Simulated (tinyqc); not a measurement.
From results back to parameters: Brillouin zone and empty-lattice bands of the hcp structure. Five cases, with inputs chosen for the exercise.

Problem. At the centre of a zone face two plane waves are mixed by V > 0: levels E0 -/+ V, masses normal to the face 1/(1 -/+ 2 E0/V), E0 = c0 k^2, c0 = hbar^2/2m0. The gap and the mass of the upper band are given.

Constants: hbar^2/2m0 = 3.80998211 eV angstrom^2.

Find: V; E0; k; spacing of the lattice planes, pi/k.

Method. V is half the gap; 2 E0/V = 1/m - 1; k = |G|/2 = pi/d.

Case 1.

gap = 0.740000 eV
mass of the upper band = 0.0256492 m0

Solution.

V = 0.3700 eV
E0 = 7.028 eV
k = 1.3581 1/angstrom
spacing of the lattice planes, pi/k = 2.313 angstrom

Case 2.

gap = 0.840000 eV
mass of the upper band = 0.0285523 m0

Solution.

V = 0.4200 eV
E0 = 7.145 eV
k = 1.3694 1/angstrom
spacing of the lattice planes, pi/k = 2.294 angstrom

Case 3.

gap = 1.060000 eV
mass of the upper band = 0.0355808 m0

Solution.

V = 0.5300 eV
E0 = 7.183 eV
k = 1.3731 1/angstrom
spacing of the lattice planes, pi/k = 2.288 angstrom

Case 4.

gap = 0.130000 eV
mass of the upper band = 0.0040866 m0

Solution.

V = 0.0650 eV
E0 = 7.920 eV
k = 1.4418 1/angstrom
spacing of the lattice planes, pi/k = 2.179 angstrom

Case 5.

gap = 0.470000 eV
mass of the upper band = 0.0167487 m0

Solution.

V = 0.2350 eV
E0 = 6.898 eV
k = 1.3455 1/angstrom
spacing of the lattice planes, pi/k = 2.335 angstrom

Computed by tinyqc, one run a case: `OMP_NUM_THREADS=1 python tinyqc.py N N+1 out.jsonl` with N = 1850816, 1850963, 1850975, 1851044, 1851221; one thread of a shared Intel(R) Xeon(R) Processor @ 2.30GHz, about 0.02 s a run at most.
